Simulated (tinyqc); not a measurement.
# Frenkel-Kontorova chain: a misfit dislocation (kink) in a monolayer on a periodic substrate, step by step

A worked calculation. Computed by tinyqc, a small Python program that keeps every step. Command: `OMP_NUM_THREADS=1 python tinyqc.py 3002401 3002402 out.jsonl fkchain walk`. One thread of a shared host (Intel(R) Xeon(R) Processor @ 2.30GHz), about 0.03 s of CPU time with the checks. Intermediate numbers are printed to about 7 digits and carried at full precision; extremes and crossings named in words are read from the listed rows.

E = sum_j [(k/2)(x_(j+1) - x_j - b)^2 + (W/2)(1 - cos(2 pi x_j/a))], x_j = a (j + u_j). A kink takes u from 0 to 1: the chain is stretched by one period and has one atom fewer than wells.

Inputs (values chosen for the exercise, for a model overlayer):

| quantity | value | unit |
|---|---|---|
| spring constant k | 2.88 | eV/angstrom^2 |
| substrate period a | 2.92 | angstrom |
| corrugation W | 2.65 | eV |
| misfit f = (b - a)/a | 0.22 | - |
| atoms on each side n | 10 | - |
| atomic mass M | 183 | u |

Relaxation: Newton steps.

Constants: nu for 1 eV/(angstrom^2 u) = 15.6333042 THz.

## Continuum limit

l0 = sqrt(k a^2/(2 W)); kink u(j) = (2/pi) arctan exp(pi j/l0); kink energy at f = 0: E0 = (4/pi) W l0; with misfit E0 - k a^2 f; kinks become favourable at f_c = 2/(pi l0), and a coherent chain with free ends loses stability at f_m = 1/l0. Lowest vibration of the flat chain: nu0 = 15.6333042 THz x sqrt(2 pi^2 W/(a^2 M)).

kink width l0 = 2.152490

kink energy E0 = 7.262684 eV

kink energy with misfit = 1.860357 eV

critical misfit f_c = 0.2957597

limit f_m = 0.4645782

gap frequency nu0 = 2.862399 THz

f < f_c: the layer stays in register. Caution: a corrugation above 1 eV is larger than real overlayers usually show; it is chosen to keep the kink narrow. Caution: for l0 below about 3 the kink spans few atoms, and the continuum kink energy is off by about 2 per cent or more.

## Start between two atoms

Discrete chain at f = 0, ends held at u = 0 and 1: E = (k a^2/2) sum (u_(j+1) - u_j)^2 + (W/2) sum (1 - cos 2 pi u_j), gradient g_j = k a^2 (2 u_j - u_(j-1) - u_(j+1)) + pi W sin(2 pi u_j), Hessian 2 k a^2 + 2 pi^2 W cos(2 pi u_j) on the diagonal and -k a^2 beside it. Free atoms j = -n..n-1 start from the continuum shape centred half-way, at j + 1/2.

u at the start: 0.0000006  0.0000026  0.0000112  0.0000483  0.0002078  0.0008944  0.0038492  0.0165628  0.0710043  0.2859474  0.7140526  0.9289957  0.9834372  0.9961508  0.9991056  0.9997922  0.9999517  0.9999888  0.9999974  0.9999994

E at the start = 6.979716 eV

gradient (eV): -0.000003  -0.000026  -0.000112  -0.000481  -0.002072  -0.008917  -0.038312  -0.159854  -0.349110  2.879350  -2.879350  0.349110  0.159854  0.038312  0.008917  0.002072  0.000481  0.000112  0.000026  0.000003

## Relaxation

Start as above (continuum shape at j + 1/2, j = -n..n-1, l0 = sqrt(k a^2/(2 W))). u(new) = u - H^-1 g; stop when the largest gradient is below 1e-9 eV.

Course:

| step | E (eV) | largest gradient (eV) |
|---|---|---|
| 1 | 6.979716 | 2.879350e+00 |
| 2 | 6.852294 | 4.095236e-01 |
| 3 | 6.849916 | 5.382808e-03 |
| 4 | 6.849916 | 9.910612e-07 |
| 5 | 6.849916 | 0 |

relaxed u: 0.0000012  0.0000048  0.0000188  0.0000728  0.0002820  0.0010918  0.0042274  0.0163669  0.0633095  0.2415846  0.7584154  0.9366905  0.9836331  0.9957726  0.9989082  0.9997180  0.9999272  0.9999812  0.9999952  0.9999988

energy, centre between atoms = 6.849916 eV

last gradient = 0 eV

Converged; the discrete energy is 0.9432 of the continuum value, which puts the discrete f_c = E/(k a^2) at 0.2790.

## Peierls barrier

Repeat by Newton steps with an atom at the centre (j = -n..n, u_0 = 1/2). Barrier = difference of the two energies; the lowest Hessian eigenvalue tells minimum from saddle.

energy, centre on an atom = 7.149794 eV

Peierls barrier = 299.8781 meV

lowest eigenvalue, between atoms = 18.76234 eV

lowest eigenvalue, on an atom = -16.09447 eV

The atom-centred kink, with an atom on top of the corrugation, is a saddle and the other a minimum. The barrier is 11 % of W, what one atom alone would climb.

## Kink density above f_c

Frank and van der Merwe: the modulus q solves f = 2 E(q)/(pi l0 q), and the kinks per atom are pi/(2 l0 q K(q)), with the complete elliptic integrals K and E; strain left = f - density (for f above f_c = 2/(pi l0)).

Continuum ground state:

| f | q | kinks per atom | strain left |
|---|---|---|---|
| 0.2972 | 0.9990287 | 0.1619623 | 0.1352377 |
| 0.3017 | 0.9952616 | 0.1969260 | 0.1047740 |
| 0.3105 | 0.9867360 | 0.2297418 | 0.0807582 |
| 0.3253 | 0.9707753 | 0.2646588 | 0.0606412 |
| 0.3549 | 0.9362297 | 0.3143861 | 0.0405139 |
| 0.4141 | 0.8654287 | 0.3913515 | 0.0227485 |
| 0.5028 | 0.7673288 | 0.4908220 | 0.0119780 |
| 0.6507 | 0.6352872 | 0.6453338 | 0.0053662 |

0.49 % above f_c the density is already 0.54 of f: kinks repel only exponentially, so they flood in, as 1/|ln(f - f_c)|. At 2.2 f_c they take up 99.2 % of the misfit and the layer floats nearly free.

Checks made by the program: energy against a quasi-Newton minimiser (relative difference below 1e-10).
